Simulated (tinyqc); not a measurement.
# Short-channel transistor, virtual-source model with series resistance: several studies

The current per gate width is the charge at the top of the source barrier (the virtual source) times its velocity times a saturation function; al and be are fitting constants of the model. Units: I in uA/um, Rs in ohm um, so I Rs = 1e-6 I Rs in volts; Q in uC/cm^2, so I = 1e-4 Q vx0 Fsat with vx0 in cm/s.

Parameters, values chosen for the exercise:
```
symbol   value        unit                                                         meaning
T          400           K                                                     temperature
Cinv      3.86     uF/cm^2                                           inversion capacitance
vx0     1.82e7        cm/s                                  velocity at the virtual source
mu         420  cm^2/(V s)                                               apparent mobility
L           65          nm                                                  channel length
VT0      0.377           V                                 threshold at zero drain voltage
dl       0.155         V/V                                  drain-induced barrier lowering
n0        1.38                                                         subthreshold factor
nd         0.1         1/V                                  growth of n with drain voltage
al         3.5              threshold shift (in units of Vt) from weak to strong inversion
be         1.4                                                     sharpness of saturation
Rs          90      ohm um                               series resistance of each contact
```

Constants: q = 1.602176634e-19 C, kB = 1.380649e-23 J/K, Vt = kB T/q. Results are converted to the units shown.

Each table varies one quantity; the others keep the values above.

## Effect of the velocity at the virtual source on the on and off currents

Intrinsic voltages Vg' = Vgs - I Rs, Vd' = Vds - 2 I Rs. n = n0 + nd Vd', VT = VT0 - dl Vd', Ff = 1/(1 + exp((Vg' - VT + al Vt/2)/(al Vt))), Q = Cinv n Vt ln(1 + exp((Vg' - VT + al Vt Ff)/(n Vt))), Vdsat = (vx0 L/mu)(1 - Ff) + Vt Ff, Fsat = u/(1 + u^be)^(1/be) with u = Vd'/Vdsat, and I = Q vx0 Fsat per width. I is solved self-consistently. Ion is I at Vgs = Vds = 0.8 V, Ioff at Vgs = 0, Vds = 0.8 V, and Rlin = Vds/I at Vgs = 0.8 V, Vds = 0.05 V.

Results:

| vx0 (cm/s) | Ion (uA/um) | Ioff (nA/um) | log10(Ion/Ioff) | Rlin (ohm um) |
|---|---|---|---|---|
| 5e6 | 838.40 | 4474.3 | 2.2727 | 285.33 |
| 7.1e6 | 1085.4 | 6316.6 | 2.2351 | 281.43 |
| 1.4e7 | 1619.3 | 12216 | 2.1224 | 277.77 |
| 2e7 | 1874.2 | 17155 | 2.0384 | 276.87 |
| 2.8e7 | 2067.4 | 23471 | 1.9449 | 276.34 |
| 4e7 | 2216.2 | 32392 | 1.8352 | 276.00 |

Estimate the missing row, vx0 = 1e7 cm/s.

Computed row:

| vx0 (cm/s) | Ion (uA/um) | Ioff (nA/um) | log10(Ion/Ioff) | Rlin (ohm um) |
|---|---|---|---|---|
| 1e7 | 1353.2 | 8824.7 | 2.1857 | 279.15 |

With this row back in the table: As vx0 goes from 5e6 to 4e7 cm/s, Ion rises from 838 to 2220 uA/um, Ioff rises from 4470 to 32400 nA/um and Rlin falls from 285 to 276 ohm um. Ion changes by a factor of 2.64 and Ioff by 7.24. In every row the off current passes 1 uA/um, so the device is hardly off at Vgs = 0.

## Transfer curves at low and high drain voltage

Same model as above.

Columns for Vds = 0.05 V and 0.8 V; gm = dI/dVgs at 0.8 V.

Transfer curves at low and high drain voltage:

| Vgs (V) | I, low Vds (uA/um) | I, high Vds (uA/um) | gm (uS/um) |
|---|---|---|---|
| 0 | 0.90812 | 15.691 | 252.52 |
| 0.1 | 4.9020 | 66.506 | 837.19 |
| 0.2 | 18.947 | 192.43 | 1685.8 |
| 0.3 | 48.259 | 397.61 | 2368.0 |
| 0.4 | 84.832 | 655.92 | 2753.1 |
| 0.5 | 117.67 | 940.89 | 2917.8 |
| 0.6 | 143.92 | 1235.0 | 2947.4 |
| 0.7 | 164.46 | 1527.5 | 2890.9 |
| 0.8 | 180.46 | 1811.1 | 2771.9 |

Read the table: what changes, and by how much?

At Vds = 0.8 V the current spans 2.1 decades, from 15.7 to 1810 uA/um. Between the first two rows the swing is 159 mV a decade, against n Vt ln 10 = 116. At Vgs = 0 the higher drain voltage raises the current by a factor of 17.3, at Vgs = 0.8 V by 10.0. The transconductance goes from 253 through a maximum of 2950 (at Vgs = 0.6 V among the rows listed) to 2770 uS/um; Cinv vx0, its value in strong inversion and saturation without series resistance, is 7030 uS/um.

## Effect of the apparent mobility on the on and off currents

Same model as above.

Effect of the apparent mobility on the on and off currents:

| mu (cm^2/(V s)) | Ion (uA/um) | Ioff (nA/um) | log10(Ion/Ioff) | Rlin (ohm um) |
|---|---|---|---|---|
| 50 | 801.89 | 12666 | 1.8015 | 957.42 |
| 85 | 1078.0 | 14109 | 1.8831 | 641.29 |
| 140 | 1342.6 | 14929 | 1.9539 | 463.06 |
| 240 | 1600.7 | 15423 | 2.0161 | 347.37 |
| 410 | 1803.5 | 15683 | 2.0607 | 279.37 |
| 700 | 1943.5 | 15820 | 2.0894 | 239.00 |
| 1200 | 2029.4 | 15893 | 2.1062 | 214.85 |
| 2000 | 2074.9 | 15932 | 2.1147 | 201.16 |

What does the table show?

As mu goes from 50 to 2000 cm^2/(V s), Ion rises from 802 to 2070 uA/um, Ioff rises from 12700 to 15900 nA/um and Rlin falls from 957 to 201 ohm um. Ion changes by a factor of 2.59 and Ioff by 1.26. In every row the off current passes 1 uA/um, so the device is hardly off at Vgs = 0.

Numbers from tinyqc (`OMP_NUM_THREADS=1 python tinyqc.py 2380065 2380066 out.jsonl`; about 0.01 s on one thread of a shared Intel Xeon 2.30GHz).
